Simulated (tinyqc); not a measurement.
Comparisons within one model: Lorentz oscillators and the Kramers-Kronig relations. A value that a table varies takes the place of the one given here.

eps(E) = 1 + sum_j S_j/(E0_j^2 - E^2 - i G_j E).

Kramers-Kronig: eps1(E) = 1 + (2/pi) P integral_0^infinity E1 eps2(E1)/(E1^2 - E^2) dE1. Maclaurin rule on the grid E_j = j h, j = 1 .. M: eps1(E_i) = 1 + (4 h/pi) sum over j with j - i odd of E_j eps2(E_j)/(E_j^2 - E_i^2); nothing is added above E_M.

n + i k = sqrt(eps1 + i eps2) with k >= 0; R = ((n - 1)^2 + k^2)/((n + 1)^2 + k^2) at normal incidence from vacuum; alpha = 2 E k/(hbar c), times 1e8 for 1/cm; loss function Im(-1/eps) = eps2/(eps1^2 + eps2^2).

Constants: hbar c = 1973.269805 eV angstrom.

Values chosen for the exercise: E0 = (6.74, 12.33) eV (resonances); G = (0.68, 4.15) eV (widths); S = (36.6, 126.8) eV^2 (strengths); h = 0.8 eV (grid step); M = 40 (grid points E_j = j h); E_t = 1.7 eV (energy below the first line); E = 9.56 eV (photon energy).

## Numerical transform against the formula

Every third grid point is listed; the error is the transform minus the formula.

Dielectric function:

| E (eV) | eps2 | eps1 formula | eps1 transform | error |
|---|---|---|---|---|
| 1.60 | 0.059 | 2.700 | 2.479 | -0.221 |
| 4.00 | 0.226 | 3.152 | 3.220 | 0.069 |
| 6.40 | 4.353 | 6.283 | 3.590 | -2.694 |
| 8.80 | 0.878 | 1.267 | 1.377 | 0.110 |
| 11.20 | 2.099 | 1.722 | 1.803 | 0.081 |
| 13.60 | 1.693 | -0.239 | -0.232 | 0.007 |
| 16.00 | 0.562 | -0.040 | -0.010 | 0.029 |
| 18.40 | 0.244 | 0.293 | 0.293 | 0.000 |
| 20.80 | 0.130 | 0.493 | 0.506 | 0.013 |
| 23.20 | 0.079 | 0.617 | 0.613 | -0.003 |
| 25.60 | 0.053 | 0.699 | 0.704 | 0.005 |
| 28.00 | 0.037 | 0.756 | 0.750 | -0.006 |
| 30.40 | 0.027 | 0.798 | 0.794 | -0.005 |

What does this show, and why?

The largest error listed is -2.694 at 6.40 eV. The rule samples every 2h = 1.6 eV and the narrowest line is 0.68 eV wide, so it is not resolved. The grid ends at 32 eV, where eps2 is still 0.022; the error at the last point listed, nearest the missing tail, is -0.005.

## How far the spectrum must be known

The integrals are done by adaptive quadrature and cut at E_cut. f-sum share: (2/pi) integral of E eps2 over sum S. Static share: (2/pi) integral of eps2/E over eps(0) - 1.

Cut integrals:

| E_cut (eV) | eps1(E_t) | f-sum share | static share |
|---|---|---|---|
| 9.9 | 2.114 | 0.286 | 0.644 |
| 13.6 | 2.532 | 0.636 | 0.894 |
| 18.5 | 2.674 | 0.835 | 0.979 |
| 24.7 | 2.698 | 0.897 | 0.994 |
| 37.0 | 2.705 | 0.938 | 0.998 |
| 61.6 | 2.708 | 0.964 | 1.000 |

eps1(E_t) from the formula = 2.708

What does this show, and why?

Cut at 13.6 eV, just above the last line, eps1(E_t) lacks 0.176; cut at 61.6 eV it lacks 0.001. At 18.5 eV the static sum has reached 0.979 and the f-sum only 0.835: the f-sum weights eps2 by E and the static sum by 1/E, so the f-sum needs the far tail.

## Optical constants across the spectrum

Spectrum:

| E (eV) | eps1 | eps2 | n | k | R | loss |
|---|---|---|---|---|---|---|
| 1.85 | 2.722 | 0.070 | 1.650 | 0.021 | 0.060 | 0.009 |
| 4.37 | 3.309 | 0.283 | 1.821 | 0.078 | 0.085 | 0.026 |
| 6.89 | -0.735 | 6.871 | 1.757 | 1.955 | 0.385 | 0.144 |
| 9.42 | 1.623 | 1.018 | 1.330 | 0.383 | 0.046 | 0.277 |
| 11.94 | 1.097 | 2.500 | 1.383 | 0.904 | 0.148 | 0.335 |
| 14.46 | -0.278 | 1.123 | 0.663 | 0.847 | 0.239 | 0.839 |
| 16.98 | 0.116 | 0.387 | 0.509 | 0.380 | 0.159 | 2.374 |
| 19.50 | 0.397 | 0.179 | 0.645 | 0.139 | 0.053 | 0.944 |
| 22.03 | 0.563 | 0.100 | 0.753 | 0.066 | 0.021 | 0.305 |
| 24.55 | 0.667 | 0.062 | 0.817 | 0.038 | 0.011 | 0.139 |
| 27.07 | 0.736 | 0.042 | 0.858 | 0.025 | 0.006 | 0.077 |
| 29.59 | 0.786 | 0.030 | 0.886 | 0.017 | 0.004 | 0.049 |

What does this show?

Among the energies listed the largest values are at (eV): eps2 6.89; n 4.37; k 6.89; R 6.89; loss 16.98. eps1 crosses zero at 6.84, 7.74, 13.05 and 16.24 eV; the last crossing is upward and marks the plasmon, against sqrt(sum S) = 12.78 eV for free electrons.

## What each oscillator parameter does

At the energy E. Each row changes one parameter from the base and keeps the others.

Results:

| case | eps1 | eps2 | n | k | R |
|---|---|---|---|---|---|
| base | 1.684 | 1.069 | 1.356 | 0.394 | 0.049 |
| E0 = (7.077, 12.33) eV | 1.600 | 1.094 | 1.330 | 0.411 | 0.050 |
| G = (1.02, 4.15) eV | 1.702 | 1.120 | 1.367 | 0.409 | 0.052 |
| S = (43.92, 126.8) eV^2 | 1.528 | 1.091 | 1.305 | 0.418 | 0.049 |
| E = 10.038 eV | 1.838 | 1.291 | 1.429 | 0.452 | 0.064 |

What can be read from the table?

The largest shifts from the base row, up to three for each result and ties (the steps differ in size, so this ranks the rows, not the parameters). eps1: S -0.156, E +0.155, E0 -0.084. eps2: E +0.222, G +0.051, E0 +0.026. n: E +0.073, S -0.051, E0 -0.026. k: E +0.058, S +0.024, E0 +0.017. R: E +0.014, G +0.003, E0 +0.000; unchanged at the printed digits by S.

Computed by tinyqc, a small Python program: `OMP_NUM_THREADS=1 python tinyqc.py 1681792 1681793 out.jsonl` (the numbers bound the seed that draws the inputs); one thread of a shared host (Intel(R) Xeon(R) Processor @ 2.30GHz), about 0.2 s for the whole set of steps.
